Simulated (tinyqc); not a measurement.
Worked calculation: plane-wave Kohn-Sham cycle with exchange-only LDA in a layered model solid. One step of it, computed by the program tinyqc.

Problem. Iteration 1: potential. V_H(G) = 4 pi rho(G)/G^2 for G != 0 (uniform background); v_x = -(3 rho/pi)^(1/3); V = V_ext + V_H + v_x; Fourier components f(G_m) = (1/N) sum_j f(x_j) exp(-i G_m x_j).

A solid whose potential varies along x alone (atomic units):
```
parameter                      value
period a                   14.600000
cross-section of the cell  38.000000
electrons per cell                 2
grid points                       16
plane waves -n..n, n               2
k points                           1
V1 in V1 cos(2 pi x/a)     -0.480000
```

density at the start, on the grid x_j = j a/N (e/bohr^3): 0.00360490  0.00360490  0.00360490  0.00360490  0.00360490  0.00360490  0.00360490  0.00360490  0.00360490  0.00360490  0.00360490  0.00360490  0.00360490  0.00360490  0.00360490  0.00360490

Give: Potentials on the grid; V(G_m), m = 0, 1, 2, ....

Solution.

Potentials on the grid (hartree):
```
x        V_ext    V_H     v_x       V
0.000   -0.480  0.000  -0.151  -0.631
0.912   -0.443  0.000  -0.151  -0.594
1.825   -0.339  0.000  -0.151  -0.490
2.737   -0.184  0.000  -0.151  -0.335
3.650        0  0.000  -0.151  -0.151
4.562    0.184  0.000  -0.151   0.033
5.475    0.339  0.000  -0.151   0.188
6.388    0.443  0.000  -0.151   0.292
7.300    0.480  0.000  -0.151   0.329
8.213    0.443  0.000  -0.151   0.292
9.125    0.339  0.000  -0.151   0.188
10.037   0.184  0.000  -0.151   0.033
10.950       0  0.000  -0.151  -0.151
11.863  -0.184  0.000  -0.151  -0.335
12.775  -0.339  0.000  -0.151  -0.490
13.688  -0.443  0.000  -0.151  -0.594
```

V(G_m), m = 0, 1, 2, ... (hartree): -0.151  -0.240  0.000  0.000  0.000
